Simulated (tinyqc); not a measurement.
A longer run and its error bar: q-state Potts model on a small periodic square lattice: enumeration, Metropolis, heat-bath and Wolff steps. Computed by tinyqc, a small Python program. Command: `OMP_NUM_THREADS=1 python tinyqc.py 3113930 3113931 out.jsonl potts walk`. One thread of a shared host (Intel(R) Xeon(R) Processor @ 2.30GHz), about 0.03 s of CPU time with the checks.

E = -J x (number of nearest-neighbour bonds with equal states); n x n sites with periodic edges have 2 n^2 bonds. Order parameter m = (q f - 1)/(q - 1), f being the largest share of one state. Sites are numbered row by row from 0. Here q = 2 and n = 4.

Inputs (values chosen for the exercise, for a model of domains or grain orientations): number of states q = 2; edge n = 4; coupling J = 44 meV; temperature T = 941 K; seed = 63252.

Update: Wolff cluster.

Constants: k_B = 8.617333262e-05 eV/K.

Method:
- K = J/(k_B T); the infinite square lattice orders at K_c = ln(1 + sqrt(q)); Wolff bond probability p = 1 - exp(-K).
- All q^(n^2) states are counted by their number b of equal bonds; weights g(b) exp(K b), K = J/(k_B T). Per site: u = -J <b>/n^2, c/k_B = K^2 (<b^2> - <b>^2)/n^2.
- ln Z = ln sum g(b) exp(K b); entropy per site s/k_B = (ln Z - K <b>)/n^2.
- After 400 updates are discarded, b is recorded for 4000 cluster flips of the update named (random numbers not printed, so these rows are one sample). Records are averaged in blocks; the error is the scatter of block means over sqrt(number of blocks), and the last column its square over that for single records.

start states:
```
[[1, 1, 0, 0],
 [0, 1, 0, 1],
 [0, 0, 1, 0],
 [0, 1, 1, 0]]
```

K = 0.542613

p = 0.418772

<b> = 21.6966

Blocking:
```
block length  mean b    error  variance ratio
1             21.577  0.06530          1.0000
4             21.577  0.09006          1.9021
16            21.577  0.10866          2.7691
40            21.577  0.10281          2.4792
100           21.577  0.11158          2.9200
```

What does the comparison show, and why?

The run gives 21.577 +/- 0.103 (blocks of 40) against the exact 21.697, a difference of 1.2 error bars. Single records understate the error by a factor of about 1.6, because successive records are correlated.

Extremes, crossings and ranges named in words are read from the listed rows.
